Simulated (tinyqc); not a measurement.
Crystal field against spin-orbit coupling: six-band k.p model of the valence band of a wurtzite crystal.

At k = 0: E1 = D1c + D2c + Te + Le (pure HH); E2, E3 = Le + u +/- sqrt(u^2 + 2 D3c^2), u = (D1c - D2c + Te)/2, D1c = Dcr, D2c = D3c = Dso/3. The weight of LH in state 2 is fL = (E2 - Le)^2/((E2 - Le)^2 + 2 D3c^2). Relative strengths of transitions to the conduction band: for E perpendicular to c (TE) 1/2, fL/2, (1 - fL)/2; for E along c (TM) 0, 1 - fL, fL, with one momentum element for both directions.

Values chosen for the exercise (out of a larger set: of the order of those of hexagonal CdSe; not measured data): Dso = 0.4137 eV (spin-orbit splitting).

No strain; Dcr is varied.

Results:
```
Dcr (meV),Dcr/Dso,E1 (meV),E2 (meV),E3 (meV),E1 - E2 (meV),E1 - E3 (meV),fL
-1103.2,-2.67,-965.3,29.9,-1271.0,-995.2,305.7,0.023
-551.6,-1.33,-413.7,51.3,-740.8,-465.0,327.1,0.065
-275.8,-0.67,-137.9,77.4,-491.1,-215.3,353.2,0.136
0.0,0.00,137.9,137.9,-275.8,0.0,413.7,0.333
137.9,0.33,275.8,195.0,-195.0,80.8,470.8,0.500
275.8,0.67,413.7,275.8,-137.9,137.9,551.6,0.667
551.6,1.33,689.5,491.1,-77.4,198.4,766.9,0.864
1103.2,2.67,1241.1,1003.2,-37.9,237.9,1279.0,0.964
```

Give the missing row, Dcr (meV) = -137.9.

Computed row:
```
Dcr (meV)  Dcr/Dso  E1 (meV)  E2 (meV)  E3 (meV)  E1 - E2 (meV)  E1 - E3 (meV)     fL
-137.9       -0.33       0.0     100.9    -376.7         -100.9          376.7  0.211
```

At Dcr = 0 the cubic pattern returns: E1 = E2, E3 lies Dso = 413.7 meV lower and fL = 0.333 (1/3). For large positive Dcr, E1 - E2 tends to 2 Dso/3 = 275.8 meV (last row 237.9) and state 2 turns LH-like; for negative Dcr state 2 rises to the top and turns CH-like (98 % in the first row). In every row the two splittings add up to Dcr + Dso and multiply to (2/3) Dcr Dso.

tinyqc: `OMP_NUM_THREADS=1 python tinyqc.py 1081186 1081187 out.jsonl`; about 0.01 s, one thread, shared Intel(R) Xeon(R) Processor @ 2.30GHz.
